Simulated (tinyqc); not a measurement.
Read current of a NAND string, cells in series solved by shooting: one step of the calculation.

Cells in series, numbered from 0 at the source line (0 V) to the bit line, each followed by a gap resistance Rg. A cell with gate Vg, threshold VT, source Vs and drain Vd passes I = 2 nf K Vt^2 [F(Vs) - F(Vd)]/(1 + th max(Vg - VT, 0)), F(V) = ln^2(1 + exp((Vg - VT - nf V)/(2 nf Vt))). The selected cell has Vg = Vr, the others Vg = Vp.

Question. Node voltages for a trial current. For a trial current I start at 0 V and, cell by cell (the selected one is cell 3), solve for the drain: sqrt(F(Vd)) = sqrt(F(Vs) - I/k), k = 2 nf K Vt^2/(1 + th max(Vg - VT, 0)), Vd = [Vg - VT - 2 nf Vt ln(exp(sqrt F) - 1)]/nf, then add I Rg.

Inputs (values chosen for the exercise); values of the order met in vertical NAND strings:
- T = 300 K (temperature)
- K = 15 uA/V^2 (gain factor of a cell)
- nf = 1.4 (slope factor)
- th = 0.15 1/V (mobility reduction factor)
- Rg = 28 kohm (resistance of the gap between cells)
- Vbl = 0.5 V (bit-line voltage)
- Vp = 6.2 V (pass voltage)
- Vr = 1.42 V (read voltage on the selected word line)

Constants: q = 1.602176634e-19 C, kB = 1.380649e-23 J/K, Vt = kB T/q. Results are converted to the units shown.

second trial current = 1 uA
thresholds from the source end, cell 0 to 3 (V): [3.5, 3.5, 3.5, 0.6]

Wanted: node voltage after each cell and gap, trial 2.

Answer.

node voltage after each cell and gap, trial 2, cell 0 to 3 (V): [0.063009, 0.12722, 0.19276, 0.39658]

Numbers from tinyqc (`OMP_NUM_THREADS=1 python tinyqc.py 2142101 2142102 out.jsonl`; about 0.4 s on one thread of a shared Intel Xeon 2.30GHz).
